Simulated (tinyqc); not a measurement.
Keating valence-force model of a tetrahedral crystal. Changing the mass M_B. Computed by tinyqc, a small Python program. Command: `OMP_NUM_THREADS=1 python tinyqc.py 3022947 3022948 out.jsonl keating sweep`. One thread of a shared host (Intel(R) Xeon(R) Processor @ 2.30GHz), about 0.2 s of CPU time with the checks.

Atom A sits at 0 and atom B at a/4 (1,1,1) of an fcc lattice; the four bonds from A are t = a/4 (1,1,1), a/4 (1,-1,-1), a/4 (-1,1,-1), a/4 (-1,-1,1), of length d = sqrt(3) a/4. Energy: E = (3 alpha/(8 d^2)) sum over bonds (r.r - d^2)^2 + (3 beta/(8 d^2)) sum over pairs of bonds at one atom (r_i.r_j + d^2/3)^2, with beta_A for the six pairs at A and beta_B for the six at B. The cell holds two atoms, Omega = a^3/4. 1 N/m = 1 J/m^2. With constants fitted to the elastic moduli this model puts optical and zone-boundary frequencies of real crystals too high, by up to about 20 % in elemental crystals and up to about 50 % in compounds, and mostly by more for TA modes; in compounds the lattice part of the static dielectric constant then comes out too low.

Inputs (values chosen for the exercise, modelled on zinc selenide): lattice constant a = 5.668 angstrom; mass M_A = 65.38 u; bond stretching alpha = 36.2 N/m; bond bending beta_A = 4.34 N/m; bond bending beta_B = 4.46 N/m; Born charge Z* = 1.97 e; eps_inf = 5.73; mesh divisions n = 6; temperature T = 600 K.

Structure: zinc blende.

Constants: nu for 1 eV/(angstrom^2 u) = 15.6333042 THz; 1 eV/angstrom^2 = 16.02176634 J/m^2; 1 THz = 33.35640952 1/cm; e^2/(4 pi eps_0) = 14.39964548 eV angstrom; h x 1 THz = 4.135667696 meV; k_B = 8.617333262e-05 eV/K.

Method:
- beta = (beta_A + beta_B)/2; mu = M_A M_B/(M_A + M_B); lambda = 4 (alpha + beta)/mu with the springs in eV/angstrom^2; nu = 15.6333042 THz x sqrt(lambda).
- The long-range field adds 4 pi Z*^2 (e^2/(4 pi eps_0))/(eps_inf Omega mu) to lambda for the longitudinal mode at q -> 0; lambda = (nu/15.6333042 THz)^2; eps_0 = eps_inf (nu_LO/nu_TO)^2 (Lyddane-Sachs-Teller; here eps_0 is the static dielectric constant).
- With displacements u exp(i q.r), each bracket changes by g.u, where g = (g_A, g_B): bond t, g = (-2 t, 2 t exp(i q.t)); pair (i, j) at A, g = (-(t_i + t_j), t_i exp(i q.t_j) + t_j exp(i q.t_i)); pair at B, g = (-t_i exp(-i q.t_j) - t_j exp(-i q.t_i), t_i + t_j). Then D_mn = sum over the 4 bonds and 12 pairs of (4 k/a^2) conj(g_m) g_n / sqrt(M_m M_n), with k = alpha or beta converted to eV/angstrom^2. Only the short-range forces enter; the Coulomb field of the charges is left out.
- An eigenvalue lambda of D in eV/(angstrom^2 u) gives nu = 15.6333042 THz x sqrt(lambda).
- Take the lowest frequency at X = (1, 0, 0) 2 pi/a, the transverse acoustic (TA) mode.
- Mesh: q = sum_i (m_i + 1/2)/n b_i, m_i = 0..n-1, with b = [[-1, 1, 1], [1, -1, 1], [1, 1, -1]] in 2 pi/a; sums over the six modes are averaged over the n^3 points and halved, per atom.
- With x = h nu/(k_B T) and n = 1/(exp(x) - 1) for each mode: F = k_B T [x/2 + ln(1 - exp(-x))], U = k_B T x (n + 1/2), S/k_B = x n - ln(1 - exp(-x)), C/k_B = x^2 n (n + 1).
- The acoustic share counts the three lowest modes at each q; zero-point energy = sum h nu/2.

One run for each value; columns: (1) mass M_B (u); (2) nu_TO at G (THz); (3) TA frequency at X (THz); (4) nu_LO at G (THz); (5) static dielectric constant; (6) zero-point energy (meV/atom):
```
(1)     (2)     (3)     (4)     (5)     (6)
13   15.115  3.5987  17.004  7.2519  57.776
20   12.718  3.4819  14.308  7.2519  49.691
29   11.105  3.3398  12.493  7.2519  44.061
44    9.705  3.1252  10.918  7.2519  38.955
65    8.718  2.8700   9.808  7.2519  35.125
98    7.948  2.5568   8.941  7.2519  31.897
150   7.376  2.2100   8.298  7.2519  29.251
220   7.011  1.9032   7.887  7.2519  27.357
330   6.738  1.6022   7.580  7.2519  25.754
```

Over the rows, nu_TO at G (THz) falls from 15.1 to 6.74 (exponent d ln y / d ln x -0.40 between the first rows and -0.098 between the last); TA frequency at X (THz) falls from 3.60 to 1.60 (exponent d ln y / d ln x -0.077 between the first rows and -0.42 between the last); nu_LO at G (THz) falls from 17.0 to 7.58 (exponent d ln y / d ln x -0.40 between the first rows and -0.098 between the last). The optical frequencies follow the reduced mass, which saturates at M_A for heavy B, while the static dielectric constant does not involve the masses.

Extremes, crossings and ranges named in words are read from the listed rows.
